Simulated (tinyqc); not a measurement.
Inductance and parasitic capacitance from two readings.

Problem. A loss-free coil L in parallel with C shows the apparent inductance L/(1 - w^2 L C), w = 2 pi f. Find L, C and the self-resonance 1/(2 pi sqrt(L C)).

apparent inductance at 4.4 and 7.6 GHz (nH): [4.8017082, 8.8689411]

Solution. The inverse of the reading is 1/L - w^2 C, a straight line in w^2.

L = 3.900 nH
C = 63.00 fF
self-resonance = 10.15 GHz

Program tinyqc, `OMP_NUM_THREADS=1 python tinyqc.py 2302017 2302018 out.jsonl`; Intel Xeon 2.30GHz, shared host, one thread, about 0.01 s.
